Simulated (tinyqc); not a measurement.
Ellipsoidal valleys in the axes of a wafer and a channel: sweeps and comparisons. A value that a table varies takes the place of the one given here.

Valleys with axes a along x, y and z, two valleys each; inverse mass tensor w = 1/mt + (1/ml - 1/mt) a a. Device axes: z = nz/|nz|, x = nx/|nx|, y = z cross x; in them a = (ax, ay, az). Confinement mass mz = 1/w_zz. In the plane w_ij is replaced by u_ij = w_ij - w_iz w_jz/w_zz (i, j = x, y); density-of-states mass md = 1/sqrt(det u); conductivity mass along x mc = 1/u_xx; ballistic transport mass mx = u_yy/det u, width mass my = 1/u_yy.

Hard walls: E_n = c (n pi/t)^2/mz, c = hbar^2/2m0, n = 1, 2, 3. Non-degenerate share of a valley proportional to md sum_n exp(-E_n/kT); mean 1/mc = sum of share/mc. 1 nm = 10 angstrom.

Constants: hbar^2/2m0 = 3.80998211 eV angstrom^2; kB = 8.617333262e-05 eV/K.

Parameters, chosen for this exercise (near those of the Delta valleys of Si; not measured data): ml = 0.918 m0 (longitudinal mass); mt = 0.185 m0 (transverse mass); t = 2.9 nm (thickness of the film); T = 77 K (temperature); nz = (0, 0, 1) (surface normal (confinement)); nx = (1, 0, 0) (channel direction).

## Wafer and channel orientation

For each face/channel: the lowest ladder (mz, number of valleys, md, E1, share) and the mean conductivity mass over all valleys.

Results:

| face/channel | mz | valleys | md | E1 (meV) | share | mean mc |
|---|---|---|---|---|---|---|
| (210)/[001] | 0.512 | 2 | 0.248 | 87.3 | 1.000 | 0.1850 |
| (001)/[100] | 0.918 | 2 | 0.185 | 48.7 | 1.000 | 0.1850 |
| (110)/[1-11] | 0.308 | 4 | 0.319 | 145.2 | 1.000 | 0.3322 |
| (110)/[001] | 0.308 | 4 | 0.319 | 145.2 | 1.000 | 0.1850 |
| (111)/[11-2] | 0.252 | 6 | 0.353 | 177.4 | 1.000 | 0.2903 |
| (110)/[1-10] | 0.308 | 4 | 0.319 | 145.2 | 1.000 | 0.5515 |
| (113)/[1-10] | 0.534 | 2 | 0.243 | 83.8 | 1.000 | 0.1850 |

What does this show?

The mean conductivity mass is lowest, 0.1850, for (210)/[001], (001)/[100], (110)/[001] and (113)/[1-10] and highest, 0.5515, for (110)/[1-10]; the bulk value is 0.2521. The confinement energy is lowest on the face with the heaviest mz ((001), 49 meV). The density of states of the lowest ladder, valleys times md, runs between 0.370 and 2.118; a small value limits the charge through the quantum capacitance. Rows with E1 above about 150 meV are beyond the parabolic range, and other valley families may lie lower.

## Thickness of the film

Share of the lowest ladder and mean conductivity mass.

Results:

| t (nm) | lowest E1 (meV) | spread of E1 (meV) | share of the lowest ladder | mean mc |
|---|---|---|---|---|
| 2.0 | 102.4 | 405.7 | 1.000 | 0.1850 |
| 3.0 | 45.5 | 180.3 | 1.000 | 0.1850 |
| 4.0 | 25.6 | 101.4 | 1.000 | 0.1850 |
| 5.0 | 16.4 | 64.9 | 1.000 | 0.1850 |
| 7.0 | 8.4 | 33.1 | 0.971 | 0.1871 |
| 10.0 | 4.1 | 16.2 | 0.751 | 0.2054 |
| 14.0 | 2.1 | 8.3 | 0.532 | 0.2275 |

What can be read from the table?

The spread falls as 1/t^2 and stays above kT = 6.6 meV; the share of the lowest ladder goes from 1.000 to 0.532 and the mean mass goes from 0.1850 to 0.2275, against 0.2521 for equal shares, the limit of a thick film (the bulk value 3/(1/ml + 2/mt) is 0.2521). Three subbands a valley become too few once E3 nears kT.

## What each parameter does

Lowest E1, its share and the mean conductivity mass. Each row changes one parameter from the base and keeps the others.

Results:

| case | lowest E1 (meV) | share | mean mc (m0) |
|---|---|---|---|
| base | 48.71 | 1.0000 | 0.1850 |
| ml = 1.01 m0 | 44.27 | 1.0000 | 0.1850 |
| mt = 0.204 m0 | 48.71 | 1.0000 | 0.2040 |
| t = 3.19 nm | 40.25 | 1.0000 | 0.1850 |
| T = 84.7 K | 48.71 | 1.0000 | 0.1850 |

How do the results move?

The largest shifts from the base row, up to three for each result and ties (the steps differ in size, so this ranks the rows, not the parameters). lowest E1 (meV): t -8.45, ml -4.44; unchanged at the printed digits by mt and T. share: unchanged at the printed digits by ml, mt, t and T. mean mc (m0): mt +0.0190; unchanged at the printed digits by ml, t and T.

(tinyqc, `OMP_NUM_THREADS=1 python tinyqc.py 1851103 1851104 out.jsonl`, Intel(R) Xeon(R) Processor @ 2.30GHz, 1 thread, shared host, about 0.01 s.)
